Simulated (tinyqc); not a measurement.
Peak against initial coverage: adsorption as a lattice gas: isotherms with interactions, competition, desorption peaks and saturation dose. Computed by tinyqc, a small Python program. Command: `OMP_NUM_THREADS=1 python tinyqc.py 3016220 3016221 out.jsonl adsorb walk`. One thread of a shared host (Intel(R) Xeon(R) Processor @ 2.30GHz), about 0.2 s of CPU time with the checks.

One adsorbate per site; a molecule needs 2 empty sites. Gas and surface have the same temperature.

Inputs (values chosen for the exercise, for a model surface):

| quantity | value | unit |
|---|---|---|
| desorption energy E | 1.83 | eV |
| prefactor nu | 5.3e+13 | 1/s |
| pair energy w (positive repels) | 0.0064 | eV |
| neighbours z | 3 | - |
| heating rate beta | 1.2 | K/s |

Adsorption: dissociative (second order).

Constants: k_B = 8.617333262e-05 eV/K.

Method. Heating at the rate beta: d theta/dT = -(nu/beta) theta^2 exp(-[E - 2 z w theta]/(k_B T)). Integrated numerically (relative tolerance 1e-9); T_p is the maximum of the rate.

Peak temperatures (K):

| theta_0 | w = 0 | with w |
|---|---|---|
| 0.1 | 659.68 | 658.54 |
| 0.3 | 639.15 | 635.85 |
| 0.5 | 630.02 | 624.59 |
| 0.7 | 624.15 | 616.60 |
| 0.9 | 619.83 | 610.17 |

What does the comparison show, and why?

Without interaction the peak moves down by 39.8 K, the mark of second order; with w it moves by -48.4 K.

Extremes, crossings and ranges named in words are read from the listed rows.
